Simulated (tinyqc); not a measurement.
Tamm state at the end of a one-band chain: one step. Levels of the finite chain. Two cases, with inputs chosen for the exercise.

Task: Diagonalise; give the weight of each level on site 1.

Case 1.

H (eV):
```
          1         2         3         4         5         6         7         8
1  -6.05000  -2.08000         0         0         0         0         0         0
2  -2.08000         0  -2.08000         0         0         0         0         0
3         0  -2.08000         0  -2.08000         0         0         0         0
4         0         0  -2.08000         0  -2.08000         0         0         0
5         0         0         0  -2.08000         0  -2.08000         0         0
6         0         0         0         0  -2.08000         0  -2.08000         0
7         0         0         0         0         0  -2.08000         0  -2.08000
8         0         0         0         0         0         0  -2.08000         0
```

Case 2.

H (eV):
```
          1         2         3         4         5         6         7         8
1   4.08000  -2.09000         0         0         0         0         0         0
2  -2.09000         0  -2.09000         0         0         0         0         0
3         0  -2.09000         0  -2.09000         0         0         0         0
4         0         0  -2.09000         0  -2.09000         0         0         0
5         0         0         0  -2.09000         0  -2.09000         0         0
6         0         0         0         0  -2.09000         0  -2.09000         0
7         0         0         0         0         0  -2.09000         0  -2.09000
8         0         0         0         0         0         0  -2.09000         0
```

Give: levels; weights on site 1.

Result:

Case 1.

levels (eV): -6.7651  -3.8022  -2.8223  -1.4219  0.1698  1.7196  3.0098  3.8623

weights on site 1: 0.8818  0.0105  0.0250  0.0295  0.0254  0.0171  0.0085  0.0023

The split-off level differs from the half-infinite value by 0.000 meV, the pull of the far end.

Case 2.

levels (eV): -3.8867  -3.0466  -1.7736  -0.2408  1.3424  2.7548  3.7800  5.1506

weights on site 1: 0.0038  0.0147  0.0306  0.0482  0.0622  0.0642  0.0385  0.7378

The split-off level differs from the half-infinite value by -0.050 meV, the pull of the far end.

Computed by tinyqc, one run a case: `OMP_NUM_THREADS=1 python tinyqc.py N N+1 out.jsonl` with N = 1452741, 1452761; one thread of a shared Intel(R) Xeon(R) Processor @ 2.30GHz, about 0.01 s a run at most.
